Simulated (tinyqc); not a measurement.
AlGaN/GaN HEMT with access regions, lumped model: effect of the gate voltage.

A polarisation-induced electron sheet under a Schottky gate, in series with two ungated access regions and contacts. Drift law v = mu E/(1 + mu E/vs) under the gate. Currents in mA/mm, resistances in ohm mm. No self-heating, no channel-length modulation; fits for polarisation, barrier and offset are chosen for the exercise.

sigma = (5e13 x + 1.6e13 x^2) cm^-2, phiB = 0.84 + 1.3 x, dEc = 0.7 (1.71 x + x^2) in volts, Cb = eps0 eps_r/d, VT = phiB - dEc - q sigma/Cb, access density n0 = -Cb VT/q. Access resistance R(L, n) = L/(q mu n sqrt(1 - (I/(q n vs))^2)); Rs = Rc + R(Ls, n0), Rd = Rc + R(Ld, (1 - ft) n0). Vg' = Vg - I Rs, Vd' = Vd - I (Rs + Rd); with u = Vg' - VT, Vc = vs Lg/mu and w the smaller of Vd' and Vc [sqrt(1 + 2 u/Vc) - 1] (0 if negative), the channel gives (mu Cb/Lg)(u w - w^2/2)/(1 + w/Vc). I equals that channel current. Isat is I at Vd = 10 V, gm = dIsat/dVg, Ron the limit of Vd/I at small Vd.

Parameters, values chosen for the exercise; values close to those of AlGaN/GaN structures: aluminium share of the barrier x = 0.22; barrier thickness d = 18 nm; relative permittivity of barrier and channel eps_r = 9.4; channel mobility mu = 1300 cm^2/(V s); saturation velocity vs = 1.4e7 cm/s; gate length Lg = 0.25 um; source access length Ls = 0.5 um; drain access length Ld = 2 um; resistance of each contact Rc = 0.15 ohm mm; share of the drain-access electrons removed by traps ft = 0.

Constants: q = 1.602176634e-19 C, eps0 = 8.8541878128e-14 F/cm where lengths are in cm. Results are converted to the units shown.

The same in every row: VT (V) = -3.251; n0 (cm^-2) = 9.383e12.

Effect of the gate voltage:
```
Vg (V)  Ron (ohm mm)  Isat (mA/mm)  gm (mS/mm)
-2.9           2.764         62.80       265.2
-2.3           2.017         252.4       349.2
-1.6           1.831         510.4       382.7
-1             1.764         744.0       394.3
-0.4           1.725         981.6       396.1
0.2            1.700          1217       387.7
0.9            1.679          1480       359.5
1.5            1.667          1682       309.9
```

As Vg goes from -2.9 to 1.5 V, Ron falls from 2.76 to 1.67 ohm mm, Isat rises from 62.8 to 1680 mA/mm and gm goes from 265 through a maximum of 396 (at Vg = -0.4 V among the rows listed) to 310 mS/mm. The ceiling Cb vs is 647 mS/mm. For Vg = -1.6 to 1.5 V the power passes 5 W/mm, where self-heating, left out here, lowers the current. At Vg = 1.5 V Vg comes within 0.2 V of phiB or passes it, so at low drain current, as for Ron, the Schottky gate would conduct.

Numbers from tinyqc (`OMP_NUM_THREADS=1 python tinyqc.py 2570071 2570072 out.jsonl`; about 0.02 s on one thread of a shared Intel Xeon 2.30GHz).
